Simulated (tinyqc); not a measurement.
The fan of levels: Landau levels of massive Dirac electrons in two valleys.

H = hv (tau kx sx + ky sy) + (D/2) sz. Conduction levels E_N = sqrt(D^2/4 + 2N hv^2/l^2) - D/2 from the band edge; N = 1, 2, ... occur in both valleys, N = 0 in one valley only (its partner in the other valley lies at the valence edge). Each state is twofold in spin; spin splittings are left out.

In a field B along z: l = 1/sqrt((e/hbar) B) is the magnetic length, n_B = B/(h/e) the number of states per area in one level, hbar wc = 2 muB B/m for mass m in m0; 1/angstrom^2 = 1e16/cm^2.

Constants: e/hbar = 1.519267448e-05 1/(T angstrom^2); h/e = 413566.7697 T angstrom^2; muB = 5.788381798e-05 eV/T.

Inputs chosen for the exercise (out of a larger set: a gapped graphene sheet; not measured data): hv = 6.14 eV angstrom (hbar v); D = 0.15 eV (gap); Bs = (1, 2, 3, 5, 7, 10, 14) T (fields).

The four lowest levels against B, with their labels in order.

Levels (meV):
```
B (T)  first  second   third  fourth    order
1.00    0.00    7.28   13.97   20.19  0 1 2 3
2.00    0.00   13.97   26.03   36.79  0 1 2 3
3.00    0.00   20.19   36.79   51.23  0 1 2 3
5.00    0.00   31.55   55.69   76.02  0 1 2 3
7.00    0.00   41.81   72.18   97.28  0 1 2 3
10.0    0.00   55.69   93.92  124.98  0 1 2 3
14.0    0.00   72.18  119.16  156.81  0 1 2 3
```

What does the comparison show?

The fourth level grows as B^0.87 over the first two rows and B^0.67 over the last two (1 for a parabolic band without a fixed offset such as a valley splitting, 1/2 for massless Dirac electrons). The order of the levels does not change. Level 1 follows hbar wc = 2 hv^2/(l^2 D) while that is small against D: 106.9 meV against 72.2 meV in the last row.

Computed by tinyqc, a small Python program: `OMP_NUM_THREADS=1 python tinyqc.py 1281255 1281256 out.jsonl` (the numbers bound the seed that draws the inputs); one thread of a shared host (Intel(R) Xeon(R) Processor @ 2.30GHz), about 0.01 s for the whole set of steps.
